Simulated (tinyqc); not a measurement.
What moves the results: alloy A(1-x)B(x) by interpolation with bowing. A value that a table varies takes the place of the one given here.

Each gap follows E(x) = (1 - x) E_A + x E_B - C x (1 - x); the lattice constant follows Vegard, a(x) = (1 - x) a_A + x a_B.

Mass at Gamma from the Kane formula 1/m = F + Ep (Eg + 2 Dso/3)/(Eg (Eg + Dso)). F is fixed by the masses of A and B and interpolated linearly, as is Ep; Eg and Dso carry their bowing.

Constants: hc = 1239.841984 eV nm.

Inputs chosen for the exercise (A near InAs, B near GaAs; the results hold for these values, not for the real material):
```
symbol  value                  unit      meaning
a       (6.054, 5.646)         angstrom  lattice constant of A, B
Eg      (0.418, 1.539)         eV        gap at Gamma to the s-like level of A, B
EgX     (1.449, 1.958)         eV        gap to the lowest valley along Gamma-X of A, B
EgL     (1.145, 1.814)         eV        gap to L of A, B
C       (0.421, 1.513, 0.423)  eV        bowing of the Gamma, X and L gaps
Dso     (0.392, 0.346)         eV        spin-orbit splitting of A, B
Ep      (21.3, 25.4)           eV        Kane energy of A, B
me      (0.0256, 0.0676)       m0        electron mass at Gamma of A, B
Cs      0.18                   eV        bowing of Dso
x       0.2                              fraction of B
```

## Gaps across the alloy

Eleven compositions.

Gaps (eV):
```
x,a (angstrom),Gamma,X,L,lowest,wavelength (nm)
0.0,6.0540,0.418,1.449,1.145,Gamma,2966
0.1,6.0132,0.492,1.364,1.174,Gamma,2519
0.2,5.9724,0.575,1.309,1.211,Gamma,2157
0.3,5.9316,0.666,1.284,1.257,Gamma,1862
0.4,5.8908,0.765,1.289,1.311,Gamma,1620
0.5,5.8500,0.873,1.325,1.374,Gamma,1420
0.6,5.8092,0.990,1.391,1.445,Gamma,1253
0.7,5.7684,1.114,1.488,1.524,Gamma,1113
0.8,5.7276,1.247,1.614,1.613,Gamma,994
0.9,5.6868,1.389,1.771,1.709,Gamma,893
1.0,5.6460,1.539,1.958,1.814,Gamma,806
```

How do the results move?

The lowest valley is Gamma at every x. The Gamma gap is monotonic, since its bowing (0.421 eV) is smaller than the difference of the end gaps (1.121 eV); at x = 0.5 bowing lowers it by C/4 = 0.105 eV.

## Three ways to interpolate a mass

Linear in m, linear in 1/m, and the Kane formula.

Masses (m0):
```
x,Eg (eV),linear in m,linear in 1/m,Kane,Kane m/Eg (1/eV)
0.000,0.418,0.0256,0.0256,0.0256,0.0612
0.125,0.512,0.0308,0.0278,0.0300,0.0585
0.250,0.619,0.0361,0.0303,0.0347,0.0561
0.375,0.740,0.0413,0.0334,0.0398,0.0538
0.500,0.873,0.0466,0.0371,0.0452,0.0517
0.625,1.020,0.0519,0.0419,0.0507,0.0497
0.750,1.180,0.0571,0.0479,0.0564,0.0478
0.875,1.353,0.0624,0.0561,0.0621,0.0459
1.000,1.539,0.0676,0.0676,0.0676,0.0439
```

How do the results move?

At x = 0.5 the three give 0.0466, 0.0371 and 0.0452; judged by the largest distance, the Kane value is closer to the interpolation in m (largest distances 0.0015 m0 from the rule in m, 0.0089 m0 from the rule in 1/m). The ratio m/Eg varies by a factor of 1.39 while the gap varies by 3.68; a constant ratio is the two-band rule m = Eg/Ep at fixed Ep.

## What each parameter does

Gaps at x and the Kane mass. Each row changes one parameter from the base and keeps the others.

Results:
```
case,Gamma (eV),X (eV),L (eV),mass (m0)
base,0.5748,1.3087,1.2111,0.0328
x = 0.16,0.5408,1.3271,1.1952,0.0313
"C = (0.521, 1.613, 0.523) eV",0.5588,1.2927,1.1951,0.0319
"Eg = (0.439, 1.539) eV",0.5916,1.3087,1.2111,0.0321
"EgX = (1.449, 1.86) eV",0.5748,1.2891,1.2111,0.0328
"EgL = (1.088, 1.814) eV",0.5748,1.3087,1.1655,0.0328
"Ep = (23.4, 27.9) eV",0.5748,1.3087,1.2111,0.0332
Cs = 0.23 eV,0.5748,1.3087,1.2111,0.0327
```

What can be read from the table?

The largest shifts from the base row, up to three for each result and ties (the steps differ in size, so this ranks the rows, not the parameters). Gamma (eV): x -0.0341, Eg +0.0168, C -0.0160; unchanged at the printed digits by EgX, EgL, Ep and Cs. X (eV): EgX -0.0196, x +0.0184, C -0.0160; unchanged at the printed digits by Eg, EgL, Ep and Cs. L (eV): EgL -0.0456, C -0.0160, x -0.0159; unchanged at the printed digits by Eg, EgX, Ep and Cs. mass (m0): x -0.0015, C -0.0009, Eg -0.0006; unchanged at the printed digits by EgX and EgL.

tinyqc: `OMP_NUM_THREADS=1 python tinyqc.py 1080859 1080860 out.jsonl`; about 0.01 s, one thread, shared Intel(R) Xeon(R) Processor @ 2.30GHz.
